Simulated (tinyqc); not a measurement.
From results back to parameters: band gaps under pressure and temperature from deformation potentials. Three cases, with inputs chosen for the exercise.

Problem. A gap falls from its value at 0 K by aV T^2/(T + bV). The falls at two temperatures are given.

Case 1.

Values chosen (out of a larger set: near those of AlAs, the X and L potentials typical of such crystals; not measured data): T12 = (100, 150) K (two temperatures).

falls at the two temperatures (meV): 13.510638  28.252119

Case 2.

Values chosen (out of a larger set: near those of Si, the X and L potentials typical of such crystals; not measured data): T12 = (150, 400) K (two temperatures).

falls at the two temperatures (meV): 29.867958  112.958801

Case 3.

Values chosen (out of a larger set: near those of GaSb, the X and L potentials typical of such crystals; not measured data): T12 = (77, 300) K (two temperatures).

falls at the two temperatures (meV): 11.540375  87.785235

Find: T^2/fall; aV; bV.

Solution. T^2/fall = (T + bV)/aV is a straight line in T with slope 1/aV and intercept bV/aV.

Case 1.

T^2/fall (K^2/meV): 740.2  796.4

aV = 0.889 meV/K
bV = 558 K

Case 2.

T^2/fall (K^2/meV): 753.3  1416.4

aV = 0.377 meV/K
bV = 134 K

Case 3.

T^2/fall (K^2/meV): 513.8  1025.2

aV = 0.436 meV/K
bV = 147 K

Computed by tinyqc, one run a case: `OMP_NUM_THREADS=1 python tinyqc.py N N+1 out.jsonl` with N = 1050310, 1050336, 1050397; one thread of a shared Intel(R) Xeon(R) Processor @ 2.30GHz, about 0.01 s a run at most.
